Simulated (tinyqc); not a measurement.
From results back to parameters: Lorentz oscillators and the Kramers-Kronig relations. Three cases, with inputs chosen for the exercise.

Problem. Below the gap a single undamped oscillator gives n^2 - 1 = Eo Ed/(Eo^2 - E^2) (Wemple-DiDomenico). Two refractive indices were computed from hidden Eo and Ed.

Find: Eo; Ed; n at E = 0.
Method. 1/(n^2 - 1) = Eo/Ed - E^2/(Eo Ed) is a straight line in E^2: slope -1/(Eo Ed), intercept Eo/Ed.

Case 1.

Values chosen (out of a larger set: line positions loosely like those of SiC; Lorentz tails absorb below the gap, where the real solid is clear; not measured data): Ea = 1.03 eV; Eb = 1.94 eV.

n(Ea) = 2.357412
n(Eb) = 2.405308

Solution.

Eo = 7.60 eV
Ed = 34.0 eV
n at E = 0 = 2.340

Case 2.

Values chosen (out of a larger set: line positions loosely like those of GaN; Lorentz tails absorb below the gap, where the real solid is clear; not measured data): Ea = 0.9 eV; Eb = 2.53 eV.

n(Ea) = 2.275926
n(Eb) = 2.389737

Solution.

Eo = 7.10 eV
Ed = 29.2 eV
n at E = 0 = 2.261

Case 3.

Values chosen: Ea = 1.07 eV; Eb = 2.42 eV.
n(Ea) = 1.677882
n(Eb) = 1.707550

Solution.

Eo = 9.54 eV
Ed = 17.1 eV
n at E = 0 = 1.671

Computed by tinyqc, one run a case: `OMP_NUM_THREADS=1 python tinyqc.py N N+1 out.jsonl` with N = 1681721, 1681787, 1681792; one thread of a shared Intel(R) Xeon(R) Processor @ 2.30GHz, about 0.2 s a run at most.
